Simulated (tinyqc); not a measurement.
Chemically amplified photoresist: aerial image, acid generation, bake, development and line width: one step, computed by the program tinyqc. Command: `OMP_NUM_THREADS=1 python tinyqc.py 3030692 3030693 out.jsonl resist walk`. One thread of a shared host (Intel(R) Xeon(R) Processor @ 2.30GHz), about 0.02 s of CPU time with the checks.

Lines and spaces of pitch p with a two-beam-like image; x = 0 is the middle of the bright space. The resist is positive and treated as uniform in depth.

Question. Space width and dose latitude. Dose E(x) = E [1 + c cos(2 pi x/p)]; acid h = 1 - exp(-C E(x)). Bake: the acid image is blurred by a Gaussian of variance sigma^2 = 2 D t (each Fourier term k of h, taken on 64 points, is multiplied by exp(-4 pi^2 k^2 D t/p^2)). The quencher then removes q, h_eff = max(h_blurred - q, 0); protection m = exp(-k_amp t h_eff). Mack rate r = r_max (a + 1)(1 - m)^n/(a + (1 - m)^n) + r_min, a = ((n + 1)/(n - 1))(1 - m_th)^n. Edge: vertical development clears the film where r t_d >= d; the space width is twice the x where r = d/t_d. Dose sensitivity = d ln(width)/d ln E from widths at 1.005 E and E/1.005; image log-slope at the edge = |d ln E/dx|, normalised by the width (NILS); latitude for 10 % of width = 10 %/sensitivity.

Inputs (values chosen for the exercise, for a model resist at 193 nm):

| quantity | value | unit |
|---|---|---|
| pitch p | 120 | nm |
| image contrast c | 0.68 | - |
| mean dose E | 12.7 | mJ/cm^2 |
| Dill parameter C | 0.043 | cm^2/mJ |
| quencher load q, relative to the acid generator | 0.055 | - |
| acid diffusivity D | 1.1 | nm^2/s |
| bake time t | 90 | s |
| amplification rate k_amp | 0.02 | 1/s |
| threshold protection m_th | 0.46 | - |
| development selectivity n | 20 | - |
| largest rate r_max | 240 | nm/s |
| smallest rate r_min | 0.067 | nm/s |
| resist thickness d | 130 | nm |
| development time t_d | 45 | s |

Give: space width; dose sensitivity; NILS; dose latitude.

Answer.

space width = 68.053 nm

dose sensitivity = 0.92973

NILS = 2.7624

dose latitude = 10.756 %

At the same width a resist without blur would give a sensitivity 2/NILS = 0.724; the blur multiplies it by 1.28. Caution: lateral development, standing waves and the joint diffusion of acid and quencher are left out, so widths are indicative.
